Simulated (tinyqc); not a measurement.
Admittance spectroscopy and thermally stimulated current of one trap level in a depletion layer. Changing the heating rate beta. Computed by tinyqc, a small Python program. Command: `OMP_NUM_THREADS=1 python tinyqc.py 3113964 3113965 out.jsonl admit sweep`. One thread of a shared host (Intel(R) Xeon(R) Processor @ 2.30GHz), about 0.01 s of CPU time with the checks.

A Schottky junction on n-type material holds one donor-like electron trap; shallow donors are fully ionised and abrupt depletion edges are assumed.

Inputs (values chosen for the exercise, modelled on n-type GaN): density-of-states mass m = 0.201 m_0; trap depth E_t below the band = 0.333 eV; capture cross section sigma = 4.6e-17 cm^2.

Constants: k_B = 1.380649e-23 J/K; m_0 = 9.1093837015e-31 kg; h = 6.62607015e-34 J s; k_B = 8.617333262e-05 eV/K.

Method:
- N_c = 2 (2 pi m k_B T/h^2)^(3/2), v_th = sqrt(3 k_B T/m), emission rate e_n = sigma v_th N_c exp(-E_t/(k_B T)).
- Thermally stimulated current without retrapping: filled share n(T) = exp(-(1/beta) int e_n dT), current proportional to e_n n; the peak obeys beta (E_t/(k_B T^2) + 2/T) = e_n(T). The integral starts at 0.5 T_m and uses 4000 trapezoid steps to 1.2 T_m.
- Chen's first-order estimate from the full width W = T_2 - T_1 between the half-height points: E = 2.52 k_B T_m^2/W - 2 k_B T_m.

One run for each value; columns: (1) heating rate beta (K/s); (2) peak temperature T_m (K); (3) E_t/(k_B T_m); (4) symmetry factor (T_2 - T_m)/(T_2 - T_1); (5) depth by Chen's formula (eV):
```
(1)       (2)     (3)      (4)      (5)
0.01   145.75  26.513  0.41865  0.36065
0.027  150.66  25.650  0.41910  0.36121
0.072  155.81  24.801  0.41958  0.36179
0.19   161.25  23.965  0.42008  0.36240
0.52   167.27  23.102  0.42062  0.36307
1.4    173.61  22.258  0.42119  0.36378
3.7    180.29  21.434  0.42178  0.36452
10     187.63  20.596  0.42242  0.36533
```

What does the table show, and why?

Over the rows, peak temperature T_m (K) rises from 146 to 188 (exponent d ln y / d ln x 0.033 between the first rows and 0.040 between the last); E_t/(k_B T_m) falls from 26.5 to 20.6 (exponent d ln y / d ln x -0.033 between the first rows and -0.040 between the last); symmetry factor (T_2 - T_m)/(T_2 - T_1) rises from 0.4186 to 0.4224 (exponent d ln y / d ln x 0.0011 between the first rows and 0.0015 between the last). A line of ln(T_m^4/beta) against 1/(k_B T_m) has the slope 0.332 eV, against E_t = 0.333 eV.

Extremes, crossings and ranges named in words are read from the listed rows.
